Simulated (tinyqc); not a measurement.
From results back to parameters: band edges of strained Si(1-x)Ge(x) on relaxed Si(1-y)Ge(y). Two cases, with inputs chosen for the exercise.

Problem. A layer on a (001) buffer has its Delta valleys split into the four in the plane and the two along z: E(Delta4) - E(Delta2) = XuD (e_par - e_perp), e_perp = -2 (C12/C11) e_par, e_par = (a(y) - a(x))/a(x). The splitting is given; find the strain and the Ge fraction y of the buffer.

Values are linear in the Ge fraction but for ED(x) = linear - CD x (1 - x) and a(x) = linear - Ca x (1 - x). Energies are on the common scale of Ev.

Case 1.

Values chosen (end members near Si and Ge, in this order; shifted at random, so the results belong to these values and not to a real crystal): a = (5.431, 5.652) angstrom (lattice constant); Ca = 0 angstrom (bowing of the lattice constant); XuD = (9.41, 9.14) eV (uniaxial potential, Delta); C11 = (165.7, 127.4) GPa; C12 = (64.5, 47.7) GPa; x = 0.17 (Ge fraction of the layer).

E(Delta4) - E(Delta2) = -0.114157 eV

Case 2.

Values chosen (end members near Si and Ge, in this order; shifted at random, so the results belong to these values and not to a real crystal): a = (5.429, 5.653) angstrom (lattice constant); Ca = 0.027 angstrom (bowing of the lattice constant); XuD = (8.96, 9.47) eV (uniaxial potential, Delta); C11 = (164.6, 126.8) GPa; C12 = (64.3, 47.8) GPa; x = 0.35 (Ge fraction of the layer).

E(Delta4) - E(Delta2) = -0.212849 eV

Find: e_par; a(y); y.

Solution. e_par = splitting/(XuD (1 + 2 C12/C11)) with the values at x; a(y) = a(x)(1 + e_par); a(y) rises steadily with y, so one root lies in the range.

Case 1.

e_par = -0.00687
a(y) = 5.4310 angstrom
y = 0

Case 2.

e_par = -0.01313
a(y) = 5.4290 angstrom
y = 0

Computed by tinyqc, one run a case: `OMP_NUM_THREADS=1 python tinyqc.py N N+1 out.jsonl` with N = 1081435, 1081438; one thread of a shared Intel(R) Xeon(R) Processor @ 2.30GHz, about 0.03 s a run at most.
